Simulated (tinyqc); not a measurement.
Carrier lifetime of a p-type layer with SRH, radiative, Auger and surface recombination: two steps of the calculation.

Uniform excess density dn = dp (no trapping), n = n0 + dn, p = p0 + dn, Boltzmann statistics, full ionisation. Surfaces enter as a rate 2 S dn/d, which holds while diffusion to them is fast.

Parameters, values chosen for the exercise; band and dielectric values close to those of 4H silicon carbide: temperature T = 300 K; radiative coefficient B = 1.5e-12 cm^3/s; Auger coefficient (two electrons) Cn = 4.9e-31 cm^6/s; Auger coefficient (two holes) Cp = 1.4e-31 cm^6/s; surface recombination velocity (both faces) S = 8000 cm/s; sample thickness d = 40 um; generation rate G = 5.3e22 cm^-3 s^-1.

Constants: q = 1.602176634e-19 C, kB = 1.380649e-23 J/K, Vt = kB T/q. Results are converted to the units shown.

Question 1. New dn. With e = n p - ni^2 = dn (n0 + p0 + dn): U_SRH = e/(tp0 (n + n1) + tn0 (p + p1)), U_rad = B e, U_Aug = (Cn n + Cp p) e, U_s = 2 S dn/d. Newton step on ln U(ln dn) = ln G, U the sum: k = d ln U/d ln dn (central difference over factors 1.0001), dn(new) = dn (G/U)^(1/k).

dn at the start = 7e14 cm^-3
n0 = 4.2861569e-32 cm^-3
p0 = 3.7e14 cm^-3
n1 = 1.7813770e-21 cm^-3
p1 = 8902.5403 cm^-3
tn0 = 3.1505986e-5 s
tp0 = 1.8903592e-5 s

Find: U_SRH; U_rad; U_Aug; U_s; k; dn after iteration 1.

Answer 1.

U_SRH = 1.596e19 cm^-3 s^-1
U_rad = 1.124e18 cm^-3 s^-1
U_Aug = 3.691e14 cm^-3 s^-1
U_s = 2.800e21 cm^-3 s^-1
k = 0.9997
dn after iteration 1 = 1.318e16 cm^-3

Question 2. Lifetime, shares and quasi-Fermi splitting. tau = dn/U, shares of U, splitting Vt ln(n p/ni^2), radiative efficiency U_rad/U.

converged dn = 1.3117555e16 cm^-3
ni = 3.9823084e-9 cm^-3
n0 = 4.2861569e-32 cm^-3
p0 = 3.7e14 cm^-3
n1 = 1.7813770e-21 cm^-3
p1 = 8902.5403 cm^-3
tn0 = 3.1505986e-5 s
tp0 = 1.8903592e-5 s

Wanted: tau; shares; quasi-Fermi splitting.

Answer 2.

tau = 2.475e-7 s
shares (%): SRH 0.50, radiative 0.50, Auger 0.00, surface 99.00
quasi-Fermi splitting = 2.920 V

Surface recombination takes the largest share. dn is 35 times the doping: high injection.

Range of the model: S d exceeds 2.5 cm^2/s, comparable with a diffusion coefficient, so 2 S/d overstates the surface loss.

Program tinyqc, `OMP_NUM_THREADS=1 python tinyqc.py 2300044 2300045 out.jsonl`; Intel Xeon 2.30GHz, shared host, one thread, about 0.01 s.
